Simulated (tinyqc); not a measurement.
# Global model of a low-pressure process discharge: electron temperature, density, ion flux and ion energy, step by step

A worked calculation. Computed by tinyqc, a small Python program that keeps every step. Command: `OMP_NUM_THREADS=1 python tinyqc.py 3110070 3110071 out.jsonl plasma walk`. One thread of a shared host (Intel(R) Xeon(R) Processor @ 2.30GHz), about 0.01 s of CPU time with the checks. Intermediate numbers are printed to about 6 digits and carried at full precision; extremes and crossings named in words are read from the listed rows.

Maxwellian electrons with temperature T_e in eV, one positive ion, no negative ions, uniform bulk density n; rate constants have the Arrhenius form.

Inputs (values chosen for the exercise, of the order of those of an inductive discharge in a simple atomic gas): ion mass M = 19 u; ionisation prefactor K0 = 2.7e-14 m^3/s; ionisation energy E_iz = 15.1 eV; excitation prefactor X0 = 9.2e-15 m^3/s; excitation energy E_ex = 8.05 eV; elastic rate constant K_el = 1.8e-13 m^3/s; ion-neutral cross section = 6.8e-19 m^2; pressure p = 1.4 Pa; gas temperature T_g = 300 K; radius R = 20 cm; height L = 11 cm; absorbed power P = 2500 W; bias power P_b = 210 W; radius of the biased electrode = 10 cm; bias frequency = 27 MHz; mixing = 0.4.

Constants: k_B = 1.380649e-23 J/K; e = 1.602176634e-19 C; u = 1.6605390666e-27 kg; m_0 = 9.1093837015e-31 kg; eps_0 = 8.8541878128e-12 F/m.

## Geometry factors

n_g = p/(k_B T_g); lambda_i = 1/(n_g sigma); h_L = 0.86/sqrt(3 + L/(2 lambda_i)), h_R = 0.8/sqrt(4 + R/lambda_i); A_eff = 2 pi R^2 h_L + 2 pi R L h_R; d_eff = pi R^2 L/A_eff.

gas density n_g = 3.38005e+20 1/m^3

ion mean free path = 0.435078 cm

h_L = 0.217451

h_R = 0.113172

A_eff = 702.951 cm^2

d_eff = 19.6642 cm

## A fixed-point cycle for T_e

Particle balance: K0 exp(-E_iz/T_e) n_g d_eff = u_B, u_B = sqrt(e T_e/M). Cycle: T_out = T sqrt(loss/creation) with loss/creation = u_B/(K0 exp(-E_iz/T) n_g d_eff); T -> T + mixing (T_out - T), kept between 0.3 and 60 eV, from 3 eV; stop at |T_out - T| < 1e-9 eV or after 60 steps.

Course:
```
step   T (eV)  T_out (eV)  residual (eV)
0     3.00000     1.73309   -1.26691e+00
1     2.49324     2.29365   -1.99588e-01
2     2.41340     2.43424    2.08410e-02
3     2.42174     2.41857   -3.16634e-03
4     2.42047     2.42094    4.65289e-04
5     2.42066     2.42059   -6.87254e-05
6     2.42063     2.42064    1.01434e-05
7     2.42063     2.42063   -1.49727e-06
8     2.42063     2.42063    2.21009e-07
9     2.42063     2.42063   -3.26227e-08
10    2.42063     2.42063    4.81536e-09
11    2.42063     2.42063   -7.10786e-10
```

last residual = 7.10786e-10 eV

Converged in 12 steps.

## Electron temperature

Root found by bracketing.

T_e = 2.42063 eV

Bohm velocity u_B = 3506.05 m/s

K_iz = 5.27494e-17 m^3/s

## Energy per pair and density

E_c = E_iz + (X0 exp(-E_ex/T_e) E_ex + K_el (3 m_0/M) T_e)/K_iz; wall potential V_s = (T_e/2) ln(M/(2 pi m_0)); E_T = E_c + 2 T_e + T_e/2 + V_s; n = P/(e u_B A_eff E_T); ion current density J = e h_L n u_B; ionised share n/n_g.

collisional loss per pair E_c = 66.2916 eV

wall potential V_s = 10.4266 V

E_T = 82.7698 eV

plasma density n = 7.64917e+11 1/cm^3

ion current density J = 9.34337 mA/cm^2

ionised share = 0.00226303

Collisions take 80 % of the power and the walls the rest. T_e came from the particle balance alone; the power sets only n.

## Biased electrode

All bias power goes to ions: V_b = P_b/(J pi r^2). Debye length at the sheath edge lambda_D = sqrt(eps_0 T_e/(e h_L n)); Child-law sheath s = (sqrt2/3) lambda_D (2 V/T_e)^(3/4), V = V_b + V_s; ion transit time tau_i = 3 s sqrt(M/(2 e V)); collisions in the sheath s/lambda_i.

bias voltage V_b = 71.5428 V

lambda_D = 28.3593 micrometre

sheath width s = 0.315613 mm

ion transit time = 32.8156 ns

transit time over bias period = 0.886022

s/lambda_i = 0.0725415

The sheath is nearly free of collisions.

## Pressure series at fixed power

n_g = p/(k_B T_g), lambda_i = 1/(n_g sigma), K_iz = K0 exp(-E_iz/T_e), h_L = 0.86/sqrt(3 + L/(2 lambda_i)), h_R = 0.8/sqrt(4 + R/lambda_i), A_eff = 2 pi R^2 h_L + 2 pi R L h_R and d_eff = pi R^2 L/A_eff follow p. E_c = E_iz + (X0 exp(-E_ex/T_e) E_ex + K_el (3 m_0/M) T_e)/K_iz; E_T = E_c + (5/2) T_e + (T_e/2) ln(M/(2 pi m_0)); n = P/(e u_B A_eff E_T); J = e h_L n u_B. Pressures without a root below 2 E_iz are left out.

Against pressure:
```
p (Pa)  T_e (eV)  E_c (eV)  E_T (eV)   n (1/cm^3)  J (mA/cm^2)
0.1      6.42420    23.358    67.090  2.70779e+11      10.7867
0.2      4.51293    28.256    58.977  4.16754e+11      12.5396
0.5      3.22679    39.683    61.649  6.05174e+11      12.3132
1.0      2.63876    55.242    73.205  7.22989e+11      10.5140
2.0      2.22397    81.544    96.684  7.95778e+11       8.0297
5.0      1.83677   146.439   158.943  8.10161e+11       4.9133
10.0     1.62207   237.176   248.218  7.70069e+11       3.1528
20.0     1.45233   394.461   404.348  7.01576e+11       1.9375
```

T_e falls from 6.42 to 1.45 eV, n changes by a factor 2.6 and J by 0.18; in J = P h_L/(A_eff E_T), E_T changes by a factor 6.03 and is least at 0.2 Pa, between wall losses at high T_e and excitation losses at low T_e.

Checks made by the program: cycle against bracketing (relative difference below 1e-10).
